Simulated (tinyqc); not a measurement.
FinFET, parasitic resistance, capacitance and delay: one step of the calculation.

Nf fins under one contact; each has gated perimeter p = 2 Hf + Wf and cross-section A = Hf Wf; contact width Wc = Nf pf, stack height Hs = Hf. Contact length Lc = CPP - Lg - 2 Lsp, shared by two neighbouring gates. Source and drain sides are equal. The formulas are first-order estimates, not field solutions.

Question. Geometry and resistances. Epitaxy sheet resistance Rsh = re/te, transfer length LT = sqrt(rc/Rsh), contact Rc = [sqrt(rc Rsh)/Wc] coth(Lc/(2 LT)); extension of one fin Rx = rx Lsp/A. Effective width N p; for equal currents one side has Rc + Rx/N.

Inputs (values chosen for the exercise); values close to those of silicon logic devices:
- Nf = 2 (number of fins)
- Hf = 42 nm (fin height)
- Wf = 6 nm (fin width)
- pf = 24 nm (fin pitch)
- CPP = 60 nm (contacted gate pitch)
- Lg = 20 nm (gate length)
- Lsp = 4 nm (spacer length)
- rc = 3.8e-9 ohm cm^2 (contact resistivity)
- re = 0.00057 ohm cm (resistivity of the source-drain epitaxy)
- te = 15 nm (current-carrying depth of the epitaxy)
- rx = 0.0019 ohm cm (resistivity of the extension)

Wanted: Lc; effective width; Rsh; LT; Rc; Rx; one side times effective width.

Answer.

Lc = 32.000 nm
effective width = 180.00 nm
Rsh = 380.00 ohm
LT = 31.623 nm
Rc = 536.31 ohm
Rx = 301.59 ohm
one side times effective width = 123.68 ohm um

Computed by the program tinyqc: `OMP_NUM_THREADS=1 python tinyqc.py 2170146 2170147 out.jsonl`, one thread of a shared Intel Xeon 2.30GHz, about 0.04 s for the whole run.
